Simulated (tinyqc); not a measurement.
Which input was changed? Model: oxide trap near a transistor channel: two-state multiphonon kinetics, telegraph noise and bias instability. Computed by tinyqc, a small Python program. Command: `OMP_NUM_THREADS=1 python tinyqc.py 3020323 3020324 out.jsonl oxidetrap which`. One thread of a shared host (Intel(R) Xeon(R) Processor @ 2.30GHz), about 0.06 s of CPU time with the checks.

An n-channel device under positive gate bias. The trap is empty (state 1) or holds an electron (state 2); both states are parabolas of equal curvature, and the electron reservoir is taken at the Fermi level of the channel.

Inputs (values chosen for the exercise, with an insulator like SiO2 on silicon):

| quantity | value | unit |
|---|---|---|
| insulator constant eps_ox | 4.04 | - |
| insulator thickness t_ox | 1.8 | nm |
| trap depth x from the interface | 0.35 | nm |
| tunnel barrier phi_b | 3.15 | eV |
| tunnelling mass m_ox | 0.42 | m_0 |
| trap level above E_F at zero field E_t | 0.089 | eV |
| relaxation energy E_R | 2 | eV |
| oxide field F | 1.4 | MV/cm |
| attempt rate k_0 at the interface | 1e+12 | 1/s |
| temperature T | 250 | K |
| channel width W | 280 | nm |
| channel length L | 83 | nm |
| frequency f | 30000 | Hz |
| stress time t_s | 1 | s |
| trap density N_t | 1.9e+18 | cm^-3 eV^-1 |
| mean capture barrier mu_c | 0.99 | eV |
| spread of the barriers s_c | 0.3 | eV |
| saturation shift dV_max | 93 | mV |

Parts treated: one trap and an ensemble.

Constants: hbar^2/(2 m_0) = 3.80998212 eV angstrom^2; k_B = 8.617333262e-05 eV/K; e = 1.602176634e-19 C; eps_0 = 8.8541878128e-12 F/m.

Method:
- kappa = sqrt(2 m_ox phi_b)/hbar = sqrt(m_ox phi_b/(hbar^2/2m_0)); attenuation length lambda = 1/(2 kappa); factor exp(-x/lambda) for a rectangular barrier.
- E_21 = E_t - e F x is the energy of state 2 over state 1; barriers E_c = (E_R + E_21)^2/(4 E_R), E_e = E_c - E_21; tau_c = exp(E_c/k_B T)/(k_0 P), tau_e = exp(E_e/k_B T)/(k_0 P), P the tunnelling factor; occupation f_2 = tau_e/(tau_c + tau_e); 1/tau_0 = 1/tau_c + 1/tau_e.
- Charge-sheet step dV = e (t_ox - x)/(eps_ox eps_0 W L); Lorentzian spectrum S(f) = 4 dV^2 tau_0^2/((tau_c + tau_e)(1 + (2 pi f tau_0)^2)); corner 1/(2 pi tau_0); variance dV^2 f_2 (1 - f_2) = dV^2 tau_0/(tau_c + tau_e).
- McWhorter number fluctuations for traps uniform in depth and energy: S_V = e^2 k_B T N_t lambda/(W L C_ox^2 f), C_ox = eps_ox eps_0/t_ox. The number of traps within k_B T in energy and one decade in time is N_t k_B T lambda ln(10) W L.
- For a normal spread of capture barriers (given for the stress field, with depth and field not resolved, k_0 being taken as the effective rate of the ensemble), traps with barrier below k_B T ln(k_0 t) are filled: dV(t) = (dV_max/2) erfc((mu_c - k_B T ln(k_0 t))/(sqrt(2) s_c)); local exponent n = d ln dV/d ln t (central difference, factor 1.01 in t).

Question. One of these inputs alone was changed, within the range given: trap depth x from the interface (0.175 to 0.7); oxide field F (0.7 to 2.8); insulator thickness t_ox (0.9 to 3.6); trap density N_t (9.5e+17 to 3.8e+18). Which one, and to what value?

Results:

| run | 1/f noise S_V(f) (V^2/Hz) | threshold step dV (mV) | shift after t_s (mV) |
|---|---|---|---|
| before | 3.237921e-13 | 0.2794552 | 8.753438 |
| after | 4.516048e-13 | 0.2794552 | 8.753438 |

Answer.

Each candidate set to reproduce 1/f noise S_V(f), and what it then gives:

| candidate | range searched | value needed | threshold step dV (mV) | shift after t_s (mV) |
|---|---|---|---|---|
| trap depth x from the interface (nm) | 0.175 to 0.7 | no effect | - | - |
| oxide field F (MV/cm) | 0.7 to 2.8 | no effect | - | - |
| insulator thickness t_ox (nm) | 0.9 to 3.6 | 2.126 | 0.34224 | 8.7534 |
| trap density N_t (cm^-3 eV^-1) | 9.5e+17 to 3.8e+18 | 2.650e18 | 0.27946 | 8.7534 |

Only trap density N_t fits every result: it went from 1.9e+18 to 2.65e18 cm^-3 eV^-1. The next best candidate, insulator thickness t_ox, misses one result by 22 %.

Caution: at this temperature nuclear tunnelling through such barriers shortens the times below these classical values. Caution: N_t k_B T lambda ln(10) W L, the number of active traps per decade, is below one, so S_V is only the mean over many devices.
